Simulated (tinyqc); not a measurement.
Inside a calculation: coherent potential approximation for a binary alloy with a semi-elliptic band. Values are carried at full precision from step to step, so a last printed digit may differ when a step is redone from the rounded ones.

Site levels eA = -x d (share 1 - x) and eB = (1 - x) d (share x), so that their mean, the virtual crystal, is 0. Pure band: G0(z) = 2 (z - sqrt(z - W) sqrt(z + W))/W^2 with principal roots, density -Im G/pi per site. The medium has a self-energy S(z), G = G0(z - S), z = E + i eta. t_i = (e_i - S)/(1 - (e_i - S) G); the CPA demands <t> = (1 - x) tA + x tB = 0. Iteration: start at S = 0, set S(new) = S + <t>/(1 + <t> G), stop when |<t>| < 1e-9 eV.

Constants: hbar = 6.58211957e-16 eV s.

Parameters, chosen for this exercise:
```
symbol  value  unit  meaning
W       4.1    eV    half width of the pure band
x       0.27         fraction of B
d       2.84   eV    eB - eA
eta     0.082  eV    broadening
E       0.75   eV    energy
```

## First step: the average t-matrix

With S = 0 form G, tA, tB, <t> and the new S.

eA, eB (eV): -0.7668  2.0732

G = 0.08742-0.46992i 1/eV

tA, tB (eV): -0.6451-0.2178i  1.0481-1.2472i

<t> = -0.1879-0.4958i eV
S after one step = -0.2889-0.6432i eV

## The self-consistent medium

Iterate.

Iterations:
```
i,S (eV),G (1/eV),|<t>| (eV)
0,0.00000,0.08742-0.46992i,0.530
1,-0.28886-0.64317i,0.10139-0.39394i,0.111
2,-0.39201-0.69326i,0.10967-0.38597i,0.0194
3,-0.41059-0.68780i,0.11160-0.38588i,0.00328
4,-0.41227-0.68499i,0.11185-0.38609i,0.000553
5,-0.41216-0.68445i,0.11186-0.38615i,9.33e-05
6,-0.41208-0.68439i,0.11185-0.38615i,1.57e-05
7,-0.41207-0.68440i,0.11185-0.38615i,2.66e-06
8,-0.41207-0.68440i,0.11185-0.38615i,4.49e-07
9,-0.41207-0.68440i,0.11185-0.38615i,7.57e-08
10,-0.41207-0.68440i,0.11185-0.38615i,1.28e-08
11,-0.41207-0.68440i,0.11185-0.38615i,2.16e-09
12,-0.41207-0.68440i,0.11185-0.38615i,3.64e-10
```

S = -0.41207-0.68440i eV
G = 0.11185-0.38615i 1/eV

Converged at i = 12. The first step gave -0.2889-0.6432i eV.

## Densities on A and B, and the lifetime

G_i = G/(1 - (e_i - S) G); densities -Im G_i/pi; their weighted sum must be -Im G/pi. Lifetime hbar/(2 |Im S|), which has a meaning only while |Im S| is small against W. Weak-scattering value of S: x (1 - x) d^2 G.

densities (1/eV): on A 0.1356, on B 0.0886, weighted sum 0.1229, medium 0.1229

lifetime = 0.481 fs
weak-scattering S = 0.1778-0.6139i eV

An A site carries the larger density here, by a factor 1.53; the weak-scattering value is 74 % from S.

## Checks

- Weighted sum of the partial densities against the density of the medium: both 0.12292.

Computed by tinyqc, a small Python program: `OMP_NUM_THREADS=1 python tinyqc.py 1481719 1481720 out.jsonl` (the numbers bound the seed that draws the inputs); one thread of a shared host (Intel(R) Xeon(R) Processor @ 2.30GHz), about 0.01 s for the whole set of steps.
